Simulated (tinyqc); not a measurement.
Mass anisotropy: shallow donor in an anisotropic valley (effective-mass theory).

One valley: H = -c [(d2/dx2 + d2/dy2)/mt + (d2/dz2)/ml] - q/(eps r), c = hbar^2/2m0, q = e^2/(4 pi eps0). Trial function exp(-sqrt((x^2 + y^2)/a^2 + z^2/b^2)) with a > b: T = (c/3)(2/(mt a^2) + 1/(ml b^2)), V = -(q/eps) atan(u/b)/u, u = sqrt(a^2 - b^2). The central cell of the impurity is left out.

Constants: hbar^2/2m0 = 3.80998211 eV angstrom^2; e^2/(4 pi eps0) = 14.39964547 eV angstrom; Ry = 13.60569312 eV; a0 (Bohr radius) = 0.5291772105 angstrom.

Values chosen for the exercise (out of a larger set: near those of GaP; not measured data): mt = 0.256 m0 (transverse mass); eps = 11.2 (dielectric constant); xs = (1.5, 2.4, 3.8, 5.6, 14, 23, 64, 180) (ratios ml/mt).

mt and eps fixed, ml varied. Energies in units of Ry*(mt) = Ry mt/eps^2 and lengths in a*(mt) = a0 eps/mt; the last two columns use one mass, 3/(1/ml + 2/mt) or (ml mt^2)^(1/3).

Results:

| ml/mt | a/a* | b/a | binding | conductivity mass | density-of-states mass |
|---|---|---|---|---|---|
| 1.50 | 0.920 | 0.866 | 1.139 | 1.125 | 1.145 |
| 2.40 | 0.841 | 0.733 | 1.307 | 1.241 | 1.339 |
| 3.80 | 0.777 | 0.624 | 1.477 | 1.326 | 1.560 |
| 5.60 | 0.731 | 0.545 | 1.622 | 1.377 | 1.776 |
| 14.0 | 0.646 | 0.397 | 1.962 | 1.448 | 2.410 |
| 23.0 | 0.610 | 0.335 | 2.139 | 1.468 | 2.844 |
| 64.0 | 0.554 | 0.236 | 2.474 | 1.488 | 4.000 |
| 180 | 0.515 | 0.166 | 2.762 | 1.496 | 5.646 |

What does the comparison show?

The binding grows from 1.14 to 2.76 Ry*(mt); for ml going to infinity the exact problem becomes two-dimensional, with 4 Ry*. The conductivity mass saturates at 1.5 and underbinds, by 15 % at ml/mt = 5.6; the density-of-states mass errs by +9 % there and by +104 % in the last row. With these mt and eps one unit is 27.77 meV.

Run: tinyqc, `OMP_NUM_THREADS=1 python tinyqc.py 1251434 1251435 out.jsonl`; Intel(R) Xeon(R) Processor @ 2.30GHz, one thread, shared host; about 0.01 s of CPU time with all checks.
